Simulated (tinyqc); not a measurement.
Changing the fraction x of B: elastic strain and critical thickness of a cubic alloy layer A(1-x)B(x) on a thick substrate. Computed by tinyqc, a small Python program. Command: `OMP_NUM_THREADS=1 python tinyqc.py 3005102 3005103 out.jsonl misfit sweep`. One thread of a shared host (Intel(R) Xeon(R) Processor @ 2.30GHz), about 0.01 s of CPU time with the checks.

Strain is positive in tension. The layer is coherent with the substrate unless said otherwise.

Inputs (values chosen for the exercise, modelled on Ge(1-x)Si(x) on Ge):

| quantity | value | unit |
|---|---|---|
| lattice constant a_A | 5.658 | angstrom |
| lattice constant a_B | 5.431 | angstrom |
| substrate lattice constant a_S | 5.658 | angstrom |
| layer thickness h | 73 | nm |
| X-ray wavelength | 1.540593 | angstrom |
| start of the iteration h0/b | 100 | - |

Growth plane: (001). Layer: uncapped. Misfit dislocation: 60-degree.

C11, C12, C44 of A (GPa): 126.7  48.49  67.57

C11, C12, C44 of B (GPa): 167.7  63.14  80.14

Method:
- a = (1 - x) a_A + x a_B, the same rule for each C_ij; misfit f = (a_S - a)/a, the in-plane strain of the coherent layer.
- (001): D = 2 C12/C11, M = C11 + C12 - 2 C12^2/C11. The free surface carries no normal stress, so e_perp = -D f; dV/V = 2 f + e_perp; stress = M f; energy per area = M f^2 h (1 GPa nm = 1 J/m^2).
- Reflection 004: d = a_perp/sqrt(16), with a_perp = a (1 + e_perp) for the coherent layer, a for the relaxed layer and a_S for the substrate; sin(theta) = lambda/(2 d).
- Voigt averages: G = (C11 - C12 + 3 C44)/5, B = (C11 + 2 C12)/3, nu = (3 B - 2 G)/(2 (3 B + G)); b = a/sqrt(2). The 60-degree dislocation has cos alpha = 1/2, and cos lambda = 1/2 on (001).
- Matthews-Blakeslee: h_c = A [ln(h_c/b) + 1], A = b (1 - nu cos^2 alpha)/(8 pi |f| (1 + nu) cos lambda), the factor 8 pi being that of an uncapped layer.
- Start at h0, put the right side back in, and stop when the change is below 1e-9 h or h turns negative.

One run for each value:

| fraction x of B | misfit f | in-plane stress (GPa) | critical thickness h_c (Matthews-Blakeslee) (nm) | peak separation of the coherent layer (arcsec) | biaxial modulus M (GPa) |
|---|---|---|---|---|---|
| 0.04 | 0.001607 | 0.2248 | 102.55 | 380.6 | 139.88 |
| 0.13 | 0.005243 | 0.7547 | 24.43 | 1245.6 | 143.95 |
| 0.22 | 0.008905 | 1.3182 | 12.43 | 2122.9 | 148.02 |
| 0.32 | 0.013005 | 1.9839 | 7.51 | 3112.7 | 152.55 |
| 0.41 | 0.016724 | 2.6193 | 5.30 | 4017.3 | 156.62 |
| 0.50 | 0.020471 | 3.2894 | 3.96 | 4935.5 | 160.69 |
| 0.59 | 0.024245 | 3.9945 | 3.08 | 5867.6 | 164.76 |
| 0.68 | 0.028047 | 4.7351 | 2.46 | 6814.2 | 168.83 |
| 0.78 | 0.032305 | 5.6000 | 1.95 | 7883.4 | 173.35 |
| 0.87 | 0.036167 | 6.4166 | 1.61 | 8861.8 | 177.42 |
| 0.96 | 0.040058 | 7.2700 | 1.34 | 9856.0 | 181.49 |

Describe and explain the trends.

Over the rows, misfit f rises from 0.00161 to 0.0401 (exponent d ln y / d ln x about 1.0 throughout); in-plane stress (GPa) rises from 0.225 to 7.27 (exponent d ln y / d ln x 1.0 between the first rows and 1.3 between the last); critical thickness h_c (Matthews-Blakeslee) (nm) falls from 103 to 1.34 (exponent d ln y / d ln x -1.2 between the first rows and -1.9 between the last). h_c |f| / 1 nm runs from 0.165 to 0.0536: it would be constant but for the logarithm and the drift of b and nu.

Caution (rows 0.500, 0.590, 0.680, 0.780, 0.870, 0.960): above about 2 % misfit, linear elasticity is rough and compressed layers tend to form islands before dislocations. Caution (rows 0.680, 0.780, 0.870, 0.960): a critical thickness of a few Burgers vectors is outside continuum elasticity and hangs on the core term.

Extremes, crossings and ranges named in words are read from the listed rows.
